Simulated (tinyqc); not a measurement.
# Minority carriers and saturation current of a heavily doped emitter: effects of single changes

n-type, parabolic bands, full ionisation. eta = (EF - Ec)/kB T solves N = Nc F12(eta), F12(x) = (2/sqrt(pi)) int_0^infinity sqrt(u)/(1 + exp(u - x)) du. The gap shrinks rigidly by dEg = E1 [ln(N/N0) + sqrt(ln^2(N/N0) + 0.5)], an empirical law that is here taken as the true narrowing.

Inputs (values chosen for the exercise); band and dielectric values close to those of silicon:

| symbol | value | unit | meaning |
|---|---|---|---|
| T | 300 | K | temperature |
| Eg | 1.13 | eV | band gap |
| Nc | 2.84e19 | cm^-3 | conduction-band density of states at 300 K |
| Nv | 2.69e19 | cm^-3 | valence-band density of states at 300 K |
| N | 8.8e18 | cm^-3 | ionised donor density |
| E1 | 8.3 | meV | energy of the narrowing law |
| N0 | 8.7e16 | cm^-3 | density of the narrowing law |
| mup | 140 | cm^2/(V s) | minority-hole mobility |
| Cn | 1.6e-31 | cm^6/s | Auger coefficient |
| ts | 1.9 | us | defect lifetime |
| W | 330 | nm | emitter width |

Constants: q = 1.602176634e-19 C, kB = 1.380649e-23 J/K, Vt = kB T/q. Results are converted to the units shown.

Each table varies one quantity; the others keep the values above.

## Approximations to the Fermi level

With u = N/Nc: Boltzmann ln u; Joyce-Dixon ln u + 0.353553 u - 4.95009e-3 u^2 + 1.48386e-4 u^3 - 4.42563e-6 u^4; degenerate limit (3 sqrt(pi) u/4)^(2/3). The Einstein ratio is D/(mu Vt) = F12/Fm, Fm(x) = dF12/dx = (1/sqrt(pi)) int_0^infinity u^(-1/2)/(1 + exp(u - x)) du.

Approximations to the Fermi level:
```
N (cm^-3)     N/Nc      eta  Boltzmann  Joyce-Dixon  degenerate  D/(mu Vt)
1.2e18     0.04225   -3.149     -3.164       -3.149      0.1467      1.015
2.6e18     0.09155   -2.359     -2.391       -2.359      0.2456      1.032
5.5e18      0.1937   -1.573     -1.642       -1.573      0.4047      1.068
1.1e19      0.3873  -0.8123    -0.9485      -0.8123      0.6424      1.135
2.4e19      0.8451   0.1270    -0.1683       0.1270       1.081      1.292
5e19         1.761    1.174     0.5656        1.174       1.763      1.594
1.1e20       3.873    2.657      1.354        2.657       2.982      2.243
2.2e20       7.746    4.545      2.047        4.542       4.733      3.301
4.6e20       16.20    7.630      2.785        7.539       7.740      5.237
9.7e20       34.15    12.66      3.531        9.722       12.73      8.529
```

Read the table: what changes, and by how much?

Boltzmann is within 0.1 of eta up to N/Nc = 0.19, Joyce-Dixon within 0.01 up to 7.7, and the degenerate limit is off by 0.065 in the last row. The Einstein ratio rises from 1.01 to 8.53: degenerate carriers diffuse faster for the same mobility.

## Effect of the contact

ni = sqrt(Nc Nv) exp(-Eg/(2 Vt)), Eg in volts; degeneracy factor g = F12(eta) exp(-eta); nie^2 = ni^2 exp(dEg/kB T) g, p0 = nie^2/N; apparent narrowing dEg + kB T ln g. 1/tau = Cn N^2 + 1/ts, D = mup Vt, L = sqrt(D tau); J0 = (q p0 D/L)(s + tanh(W/L))/(1 + s tanh(W/L)), s = S L/D; the share recombining inside is 1 - 1/[cosh(W/L)(1 + tanh(W/L)/s)].

Effect of the contact:
```
S (cm/s)  J0 (fA/cm^2)  share inside (%)
80               12.92             84.21
340              19.52             55.68
1500             48.57             22.26
6200             160.3             6.607
26000            546.3             1.802
1.1e5             1410            0.5788
4.8e5             2287            0.2824
2.1e6             2669            0.2142
8.8e6             2773            0.1988
```

What does the table show?

J0 rises from 12.9 to 2770 fA/cm^2, between the limits q p0 (D/L) tanh(W/L) = 10.9 and q p0 (D/L) coth(W/L) = 2810; W/L = 0.062, so passivating the contact can gain at most a factor of 258.

Range of the model: Band tails, non-parabolic bands and incomplete ionisation are left out.

tinyqc, about 0.01 s, one thread, Intel Xeon 2.30GHz (shared host): `OMP_NUM_THREADS=1 python tinyqc.py 2330089 2330090 out.jsonl`
